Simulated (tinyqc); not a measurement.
Scattering rates of a carrier in a spherical band by Fermi's golden rule. From one set of inputs to another, one input at a time. Computed by tinyqc, a small Python program. Command: `OMP_NUM_THREADS=1 python tinyqc.py 3005422 3005423 out.jsonl scatter ladder`. One thread of a shared host (Intel(R) Xeon(R) Processor @ 2.30GHz), about 0.01 s of CPU time with the checks.

All processes here are isotropic or elastic, and the rate listed is the momentum relaxation rate.

The inputs printed are set A. Set A is modelled on electrons in germanium; the values taken over come from a set modelled on electrons in diamond. Inputs not listed in the table keep their values of set A, so the rows need not describe a real material.

Inputs (values chosen for the exercise, modelled on electrons in germanium): density-of-states mass of one valley m = 0.224 m_0; non-parabolicity alpha = 0.59 1/eV; static permittivity eps_s = 16; density rho = 5323 kg/m^3; sound velocity v_l = 5450 m/s; acoustic deformation potential D_A = 11 eV; phonon energy hbar w = 30.7 meV; optical or intervalley deformation potential D_o = 5.1 1e8 eV/cm; final valleys Z_f = 3; ionised impurity density N_I = 1.3e+15 1/cm^3; temperature T = 100 K; carrier energy E = 280 meV; neutral impurity density N_n = 4.7e+17 1/cm^3.

Crystal: non-polar. Band: Kane. Impurity formula: Brooks-Herring. Further scattering: neutral impurities.

Constants: k_B = 1.380649e-23 J/K; e = 1.602176634e-19 C; hbar = 1.054571817e-34 J s; m_0 = 9.1093837015e-31 kg; hbar = 6.582119569e-16 eV s; k_B = 8.617333262e-05 eV/K; eps_0 = 8.8541878128e-12 F/m.

Method:
- Kane band: hbar^2 k^2/(2 m) = E (1 + alpha E), speed v = hbar k/(m (1 + 2 alpha E)), states per spin, volume and energy g(E) = m k (1 + 2 alpha E)/(2 pi^2 hbar^2); overlap factors are set to 1. Masses are multiplied by m_0 and all formulas are in SI units.
- Acoustic deformation potential (elastic, equipartition, absorption and emission together): 1/tau = 2 pi k_B T D_A^2 g(E)/(hbar rho v_l^2).
- Phonon occupation N_q = 1/(exp(hbar w/(k_B T)) - 1).
- Optical or intervalley deformation potential: 1/tau = (pi Z_f D_o^2/(rho w)) [N_q g(E + hbar w) + (N_q + 1) g(E - hbar w)], with g = 0 below the band edge.
- Singly charged impurities, momentum relaxation: 1/tau = N_I e^4 m (1 + 2 alpha E) Phi/(8 pi (eps_s eps_0)^2 hbar^3 k^3), with alpha = 0 for a parabolic band.
- Brooks-Herring: Phi = ln(1 + b) - b/(1 + b), b = 4 k^2 L_s^2.
- Debye screening by free carriers of density N_I: L_s = sqrt(eps_s eps_0 k_B T/(e^2 N_I)).
- Neutral impurities (Erginsoy): 1/tau = 20 N_n a_B hbar/m, a_B = 4 pi eps_s eps_0 hbar^2/(m e^2).
- Rates add: 1/tau_m is the sum, and the mean free path is v tau_m.

Each row keeps all changes above it:
```
input moved                                                      from       to  acoustic rate (1/s)  momentum relaxation time tau_m (fs)  mean free path (nm)
set A                                                               -        -           2.7677e+12                                39.46               21.233
static permittivity eps_s                                          16      5.7           2.7677e+12                                73.93               39.775
acoustic deformation potential D_A (eV)                            11      8.6           1.6917e+12                                80.32               43.212
carrier energy E (meV)                                            280       20           3.2416e+11                               137.95               24.024
ionised impurity density N_I (1/cm^3)                         1.3e+15  1.6e+16           3.2416e+11                               106.98               18.631
optical or intervalley deformation potential D_o (1e8 eV/cm)      5.1      8.1           3.2416e+11                               106.28               18.509
temperature T (K)                                                 100      200           6.4833e+11                                92.38               16.088
non-parabolicity alpha (1/eV)                                    0.59     0.22           6.3661e+11                                92.88               16.353
```

Where does the difference come from?

Acoustic rate goes from 2.77e12 to 6.37e11, a factor 0.230 in all. The largest single move comes from carrier energy E (a factor 0.192), and temperature T works against it (a factor 2.00). Momentum relaxation time tau_m goes from 39.5 to 92.9, a factor 2.35 in all. The largest single move comes from static permittivity eps_s (a factor 1.87), and ionised impurity density N_I works against it (a factor 0.776). Mean free path goes from 21.2 to 16.4, a factor 0.770 in all. The largest single move comes from static permittivity eps_s (a factor 1.87), but it runs against the net change; the largest move in the direction of the net change is carrier energy E (a factor 0.556). The single moves hold for this order of the switches; the total does not depend on the order.

Caution (rows set A, static permittivity eps_s, acoustic deformation potential D_A): the largest acoustic phonon energy 2 hbar v_l k is not small against k_B T, so equipartition is a rough assumption. Caution (all rows): Erginsoy's formula holds for k a_B below about 0.5 and for dopants that stay neutral, which means low temperature; elsewhere it is only a rough constant rate.

Extremes, crossings and ranges named in words are read from the listed rows.
